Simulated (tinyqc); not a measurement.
# All-pass ring resonator: effects of single changes

A ring of length L = 2 pi Rr coupled to one bus waveguide: round-trip amplitude a = 10^(-al L/20), self-coupling t = sqrt(1 - k2). At detuning d from the resonance the round-trip phase is p = 2 pi d/FSR and the transmission T = (a^2 - 2 a t cos p + t^2)/(1 - 2 a t cos p + a^2 t^2). Lossless coupler, linear absorption only.

Values chosen for this exercise; values close to those of silicon waveguides:
- lam = 1310 nm (cold resonance wavelength)
- Rr = 10 um (ring radius)
- ng = 4.05 (group index)
- al = 4.9 dB/cm (propagation loss)
- k2 = 0.014 (power coupling)
- dT = 0.00019 1/K (thermo-optic change of the effective index)
- Rt = 2.7 K/mW (thermal resistance)
- fa = 0.76 (share of the loss that heats the ring)
- Pin = 0.061 mW (input power)

Constants: c = 299792458 m/s. Results are converted to the units shown.

Each table varies one quantity; the others keep the values above.

## Effect of the ring radius

FSR = lam^2/(ng L), finesse F = pi sqrt(a t)/(1 - a t), FWHM = FSR/F, Q = lam/FWHM, Tmin = (a - t)^2/(1 - a t)^2, power build-up k2 a^2/(1 - a t)^2, optical bandwidth c/(lam Q).

The same in every row: t = 0.9930.

Effect of the ring radius:
```
Rr (um),a,Q,Tmin,build-up,bandwidth (GHz)
3.3,0.9988,2.450e4,0.5118,208.5,9.340
5.4,0.9981,3.676e4,0.3282,175.1,6.225
8.7,0.9969,5.239e4,0.1532,136.9,4.368
14,0.9950,7.113e4,0.03019,97.23,3.218
23,0.9919,9.233e4,0.005264,60.51,2.479
37,0.9870,1.120e5,0.09048,34.22,2.044
60,0.9790,1.293e5,0.2521,17.21,1.770
```

What does the table show?

As Rr goes from 3.3 to 60 um, Q rises from 24500 to 1.29e5, Tmin goes from 0.512 through a minimum of 0.00526 (at Rr = 23 um among the rows listed) to 0.252 and the build-up falls from 208 to 17.2. The ring is overcoupled (t < a) in 4 of the 7 rows; the dip is deepest where t and a cross. Bend loss, which grows for small rings, is left out.

## Effect of the power coupling

Same model as above.

The same in every row: a = 0.9965.

Effect of the power coupling:
```
k2,t,Q,Tmin,build-up,bandwidth (GHz)
0.00088,0.9996,1.531e5,0.6069,55.25,1.494
0.0015,0.9992,1.421e5,0.4232,81.08,1.611
0.0026,0.9987,1.259e5,0.2142,110.5,1.817
0.0044,0.9978,1.061e5,0.05430,132.9,2.156
0.0075,0.9962,8.350e4,9.026e-4,140.4,2.741
0.013,0.9935,6.050e4,0.08834,128.1,3.783
0.022,0.9889,4.161e4,0.2669,103.0,5.500
0.037,0.9813,2.725e4,0.4671,74.90,8.399
0.064,0.9675,1.667e4,0.6502,49.16,13.73
```

Read the table: what changes, and by how much?

As k2 goes from 0.00088 to 0.064, Q falls from 1.53e5 to 16700, Tmin goes from 0.607 through a minimum of 9.03e-4 (at k2 = 0.0075 among the rows listed) to 0.650 and the build-up goes from 55.2 through a maximum of 140 (at k2 = 0.0075 among the rows listed) to 49.2. The ring is overcoupled (t < a) in 5 of the 9 rows; the dip is deepest where t and a cross.

## Line shape, cold and heated

FSR = lam^2/(ng L). The lost power (1 - T) Pin heats the ring by Rt fa (1 - T) Pin and shifts the resonance to longer wavelength by s = (lam dT/ng) times that rise; d = dl - s. The hot columns give T for the smallest and the largest self-consistent shift.

Line shape, cold and heated:
```
dl (pm),"T, cold",roots,smallest s (pm),T there,largest s (pm),T there 
-34,0.91041,1,0.66554,0.91348,0.66554,0.91348
-18,0.74598,1,1.7106,0.77763,1.7106,0.77763
-9.1,0.45714,1,3.1662,0.58841,3.1662,0.58841
0,0.10945,1,5.5374,0.28017,5.5374,0.28017
6.8,0.34404,1,6.8505,0.10947,6.8505,0.10947
14,0.64603,1,3.7942,0.50678,3.7942,0.50678
20,0.78245,1,1.9457,0.74708,1.9457,0.74708
30,0.88813,1,0.90792,0.88198,0.90792,0.88198
41,0.93639,1,0.50063,0.93492,0.50063,0.93492
57,0.96591,1,0.26461,0.96560,0.26461,0.96560
```

What does the comparison show?

The cold line has FWHM = 22.7 pm and its dip at dl = 0; heated, the deepest listed dip lies at dl = 6.8 pm, and the largest possible shift is 6.85 pm, 0.30 FWHM. No listed row is bistable.

Program tinyqc, `OMP_NUM_THREADS=1 python tinyqc.py 2650004 2650005 out.jsonl`; Intel Xeon 2.30GHz, shared host, one thread, about 0.01 s.
